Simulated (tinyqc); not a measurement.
From results back to parameters: nanosheet or nanowire with hard walls, valleys of the Si type. Three cases, with inputs chosen for the exercise.

Problem. In a hard-walled rectangle E(n, l) = c pi^2 (n^2/(m_y W^2) + l^2/(m_z H^2)), c = hbar^2/2m0. Two levels were computed from hidden W and H.

Constants: hbar^2/2m0 = 3.80998211 eV angstrom^2.

Case 1.

Values chosen (out of a larger set: near those of Si; not measured data): m_y = 0.19 m0 (mass across the width); m_z = 0.907 m0 (mass along the height).

E(1, 1) = 0.022143 eV
E(2, 1) = 0.067037 eV

Case 2.

Values chosen (out of a larger set: near those of Si; not measured data): m_y = 0.187 m0 (mass across the width); m_z = 0.901 m0 (mass along the height).

E(1, 1) = 0.092027 eV
E(2, 1) = 0.333330 eV

Case 3.

Values chosen (out of a larger set: near those of Si; not measured data): m_y = 0.194 m0 (mass across the width); m_z = 0.922 m0 (mass along the height).

E(1, 1) = 0.035662 eV
E(2, 1) = 0.048242 eV

Find: width term; height term; W; H.

Solution. The difference of the two levels is three times the width term; the rest of E(1, 1) is the height term.

Case 1.

width term = 14.96 meV
height term = 7.18 meV
W = 115.0 angstrom
H = 76.0 angstrom

Case 2.

width term = 80.43 meV
height term = 11.59 meV
W = 50.0 angstrom
H = 60.0 angstrom

Case 3.

width term = 4.19 meV
height term = 31.47 meV
W = 215.0 angstrom
H = 36.0 angstrom

Computed by tinyqc, one run a case: `OMP_NUM_THREADS=1 python tinyqc.py N N+1 out.jsonl` with N = 1251991, 1251999, 1252077; one thread of a shared Intel(R) Xeon(R) Processor @ 2.30GHz, about 0.04 s a run at most.
